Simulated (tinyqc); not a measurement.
Donors with valley-orbit split 1s states, step by step. Values are carried at full precision from step to step, so a last printed digit may differ when a step is redone from the rounded ones.

Each donor binds at most one electron, in any of its states. For a site s, W_s = sum over its states of g exp(E/kT), and the ionised share is 1/(1 + W_s exp(eta)), eta = (EF - Ec)/kT; n = Nc F_1/2(eta); neutrality n + NA = ND x (mean ionised share); holes are neglected. Nc from N = 2 (m kB T/(4 pi c))^(3/2) with c = hbar^2/2m0, in 1/angstrom^3; times 1e24 for 1/cm^3, m = md. F_j(eta) = (1/Gamma(j + 1)) integral_0^infinity x^j dx/(1 + exp(x - eta)), which tends to exp(eta) for eta << 0.

Constants: hbar^2/2m0 = 3.80998211 eV angstrom^2; kB = 8.617333262e-05 eV/K.

Parameters, chosen for this exercise (near those of Sb in Si; the results hold for these values, not for the real material):
- md = 1.083 m0 (density-of-states mass of the conduction band)
- E = (42.5, 32.4, 29.6) meV (binding energies of 1s(A1), 1s(T2), 1s(E))
- g = (2, 6, 4) (their degeneracies with spin)
- T = 225 K
- ND = 3.3e+16 1/cm^3 (donors)
- NA = 0 1/cm^3 (compensating acceptors, all ionised)
- mu0 = 61 cm^2/(V s) (mobility at heavy doping)
- mu1 = 1333 cm^2/(V s) (mobility at light doping and 300 K)
- Nr = 8.7e+16 1/cm^3 (reference doping)
- de = 0.72 (doping exponent)
- ga = 2.3 (temperature exponent)

## Partition sums of the neutral donor

Give each term g exp(E/kT), W_s, and the effective degeneracy W_s exp(-E_ground/kT).

Nc = 1.8370e+19 1/cm^3

terms: 1s(A1) 17.91, 1s(T2) 31.91, 1s(E) 18.41

W_s: donor 68.223

effective degeneracy: donor 7.620

The ground state alone would give 2 and all states together 12; here the excited states hold 74 % of the bound electrons.

## Neutrality

Solve for eta.

eta = -6.426
n = 2.97e+16 1/cm^3

ionised share: donor 0.901

n is 0.901 of ND - NA.

## Mobility and resistivity

Mobility (Caughey-Thomas form): mu = mu0 + (mu1 (T/300)^(-ga) - mu0)/(1 + ((ND + NA)/Nr)^de); rho = 1/(e n mu), e = 1.602176634e-19 C.

Compare with full ionisation, n = ND - NA.

mu = 1745.3 cm^2/(V s)
rho = 0.120 ohm cm
rho at full ionisation = 0.108 ohm cm

Incomplete ionisation raises rho by a factor 1.11.

## Checks

- n at ND = 1e13 1/cm^3 against the root of n^2 = (Nc/W)(ND - n) (1/cm^3): both 1.000e+13.

Computed by tinyqc, a small Python program: `OMP_NUM_THREADS=1 python tinyqc.py 1650671 1650672 out.jsonl` (the numbers bound the seed that draws the inputs); one thread of a shared host (Intel(R) Xeon(R) Processor @ 2.30GHz), about 0.02 s for the whole set of steps.
